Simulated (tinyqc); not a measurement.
Bias-temperature instability from a Gaussian distribution of capture and emission barriers: one step, computed by the program tinyqc. Command: `OMP_NUM_THREADS=1 python tinyqc.py 3012152 3012153 out.jsonl bti walk`. One thread of a shared host (Intel(R) Xeon(R) Processor @ 2.30GHz), about 0.01 s of CPU time with the checks.

Each trap has a capture time tau_0 exp(E_c/(k_B T)) under stress and an emission time tau_0 exp(E_e/(k_B T)) after it. E_c is Gaussian, and E_e = E_c + d with d Gaussian and independent. A trap counts as filled once t_s exceeds its capture time and as emptied once t_r exceeds its emission time.

Problem. Stress. Demarcation energies E_s = k_B T ln(t_s/tau_0), E_r = k_B T ln(t_r/tau_0); mean barrier mu = mu_c - k_F F; z = (E_s - mu)/sigma_c; Phi is the standard normal distribution. Temperatures in kelvin are T(C) + 273.15. Shift without recovery dV0 = V_max Phi(z); local time exponent n = d ln dV0/d ln t_s = (k_B T/sigma_c) exp(-z^2/2)/(sqrt(2 pi) Phi(z)); apparent activation energy n E_s.

Inputs (values chosen for the exercise, for a model p-channel transistor):

| quantity | value | unit |
|---|---|---|
| shift with all traps filled V_max | 95 | mV |
| mean capture barrier at zero field mu_c | 1.94 | eV |
| spread of capture barriers sigma_c | 0.39 | eV |
| lowering of mu_c per field k_F | 0.058 | eV/(MV/cm) |
| oxide field F | 6.8 | MV/cm |
| time constant tau_0 | 7e-09 | s |
| temperature T | 60 | C |
| stress time t_s | 300 | s |

Constants: k_B = 8.617333262e-05 eV/K.

Give: E_s; mean barrier mu; z; shift without recovery dV0; time exponent n; apparent activation energy.

Solution.

E_s = 0.7028 eV

mean barrier mu = 1.5456 eV

z = -2.161

shift without recovery dV0 = 1.458 mV

time exponent n = 0.1852

apparent activation energy = 0.1302 eV

The stress has filled 1.5 % of the traps. The apparent energy 0.130 eV is only the share n of the barriers near 0.70 eV that are being crossed.
